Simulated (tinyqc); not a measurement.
From results back to parameters: exchange-split free-electron bands and tunnelling magnetoresistance. Three cases, with inputs chosen for the exercise.

Problem. The electron density n_up + n_dn and the polarisation of the density of states, P = (k_up - k_dn)/(k_up + k_dn), are given; EF and Dx are hidden.

Majority and minority bands E = c k^2/m -/+ Dx/2, c = hbar^2/2m0, so k_up = sqrt(m (EF + Dx/2)/c), k_dn = sqrt(m (EF - Dx/2)/c); n_s = k_s^3/(6 pi^2), D_s = m k_s/(4 pi^2 c).

Constants: hbar^2/2m0 = 3.80998211 eV angstrom^2.

Case 1.

Values chosen: m = 1.01 m0 (mass in the electrodes).
n = 0.0386161 1/angstrom^3
P = 0.282547

Case 2.

Values chosen: m = 1.2 m0 (mass in the electrodes).
n = 0.110390 1/angstrom^3
P = 0.562041

Case 3.

Values chosen: m = 1.07 m0 (mass in the electrodes).
n = 0.0237599 1/angstrom^3
P = 0.146174

Find: k_up, k_dn; EF; Dx.

Solution. k_dn/k_up = (1 - P)/(1 + P); n then fixes k_up; EF is the mean and Dx the difference of the two kinetic energies.

Case 1.

k_up, k_dn (1/angstrom): 1.2485  0.6984

EF = 3.86 eV
Dx = 4.04 eV

Case 2.

k_up, k_dn (1/angstrom): 1.8563  0.5204

EF = 5.90 eV
Dx = 10.08 eV

Case 3.

k_up, k_dn (1/angstrom): 0.9985  0.7438

EF = 2.76 eV
Dx = 1.58 eV

Computed by tinyqc, one run a case: `OMP_NUM_THREADS=1 python tinyqc.py N N+1 out.jsonl` with N = 1681801, 1681815, 1681838; one thread of a shared Intel(R) Xeon(R) Processor @ 2.30GHz, about 0.01 s a run at most.
